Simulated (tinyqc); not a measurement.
Comparisons within one model: phonon-assisted absorption at an indirect gap. A value that a table varies takes the place of the one given here.

alpha(E) = sum_j A_j [N_j (E - Eg + w_j)^2 + (N_j + 1)(E - Eg - w_j)^2], each bracket counted only where its base is positive; N_j = 1/(exp(w_j/kB T) - 1). The first term absorbs a phonon and the second emits one; excitons and direct transitions are left out.

Photodiode (Gaertner form with a dead layer): QE = (1 - R) exp(-alpha xj) [1 - exp(-alpha W)/(1 + alpha L)], R = ((nr - 1)/(nr + 1))^2; responsivity = QE/E in A/W for E in eV.

Constants: kB = 8.617333262e-05 eV/K.

Values chosen for the exercise (loosely those of Si at room temperature; Eg is not tied to T; the results hold for these values, not for the real material): Eg = 1.139 eV (indirect gap, held fixed unless listed); w = (55.9, 17.6) meV (two zone-edge phonons); A = (3400, 490) 1/(cm eV^2) (their strengths); T = 500 K; nr = 3.66 (refractive index); xj = 0.22 micrometre (dead layer at the surface); W = 3 micrometre (depleted width); L = 30 micrometre (minority diffusion length below it); E = 1.181 eV (photon energy).

## The square root of alpha at three temperatures

The gap is held fixed, so only the phonon occupations change.

sqrt(alpha) (1/cm^(1/2)):

| E - Eg (eV) | 4 K | 150 K | 450 K |
|---|---|---|---|
| -0.04 | 0.000 | 0.107 | 0.516 |
| -0.02 | 0.000 | 0.242 | 1.165 |
| 0.00 | 0.000 | 0.441 | 1.886 |
| 0.02 | 0.053 | 0.711 | 2.699 |
| 0.04 | 0.496 | 1.145 | 3.632 |
| 0.07 | 1.422 | 2.124 | 5.274 |
| 0.10 | 3.153 | 3.823 | 7.429 |
| 0.15 | 6.221 | 6.981 | 11.472 |
| 0.20 | 9.322 | 10.220 | 15.702 |
| 0.30 | 15.546 | 16.753 | 24.330 |
| 0.45 | 24.893 | 26.588 | 37.403 |
| 0.60 | 34.246 | 36.435 | 50.524 |

Below the gap only phonon absorption acts: at E - Eg = -0.02 eV sqrt(alpha) is 0.000, 0.242 and 1.165 at 4, 150 and 450 K. A straight line through the last two rows meets the axis at E - Eg = +0.0507, +0.0450 and +0.0224 eV: the intercept is roughly a weighted mean of the thresholds, not the gap, and it moves from the emission side towards Eg as the occupations grow. At the last row alpha grows by a factor 2.18 from the lowest to the highest temperature at fixed gap.

## Spectral response

Response:

| E (eV) | wavelength (nm) | alpha (1/cm) | 1/alpha (micrometre) | dead layer | collected | QE | A/W |
|---|---|---|---|---|---|---|---|
| 1.16 | 1069 | 9.02 | 1.11e+03 | 1.000 | 0.029 | 0.020 | 0.017 |
| 1.20 | 1033 | 26.3 | 380 | 0.999 | 0.081 | 0.054 | 0.045 |
| 1.26 | 984 | 94.1 | 106 | 0.998 | 0.242 | 0.163 | 0.129 |
| 1.34 | 925 | 278 | 35.9 | 0.994 | 0.499 | 0.334 | 0.249 |
| 1.44 | 861 | 660 | 15.2 | 0.986 | 0.725 | 0.481 | 0.334 |
| 1.59 | 780 | 1.55e+03 | 6.47 | 0.967 | 0.889 | 0.579 | 0.364 |
| 1.79 | 693 | 3.32e+03 | 3.02 | 0.930 | 0.966 | 0.606 | 0.338 |
| 2.04 | 608 | 6.47e+03 | 1.55 | 0.867 | 0.993 | 0.581 | 0.285 |
| 2.34 | 530 | 1.16e+04 | 0.859 | 0.774 | 0.999 | 0.521 | 0.223 |
| 2.74 | 452 | 2.09e+04 | 0.479 | 0.632 | 1.000 | 0.426 | 0.155 |

QE is highest, 0.606, at 1.79 eV of those listed and the responsivity at 1.59 eV; reflection alone caps QE at 0.674. Near the gap weak absorption limits it (collected share 0.029); at the top the dead layer passes 0.632. Far above the gap the quadratic law and a constant index are only rough.

## What moves the response

At the energy E. Each row changes one parameter from the base and keeps the others.

Results:

| case | alpha (1/cm) | QE |
|---|---|---|
| base | 16.57 | 0.0351 |
| Eg = 1.119 eV | 26.98 | 0.0555 |
| T = 550 K | 19.28 | 0.0405 |
| W = 6 micrometre | 16.57 | 0.0383 |
| L = 15 micrometre | 16.57 | 0.0196 |
| xj = 0.44 micrometre | 16.57 | 0.0351 |
| nr = 3.84 | 16.57 | 0.0341 |

The largest shifts from the base row, up to three for each result and ties (the steps differ in size, so this ranks the rows, not the parameters). alpha (1/cm): Eg +10.4, T +2.71; unchanged at the printed digits by W, L, xj and nr. QE: Eg +0.0204, L -0.0155, T +0.0054; unchanged at the printed digits by xj.

(tinyqc, `OMP_NUM_THREADS=1 python tinyqc.py 1651918 1651919 out.jsonl`, Intel(R) Xeon(R) Processor @ 2.30GHz, 1 thread, shared host, about 0.01 s.)
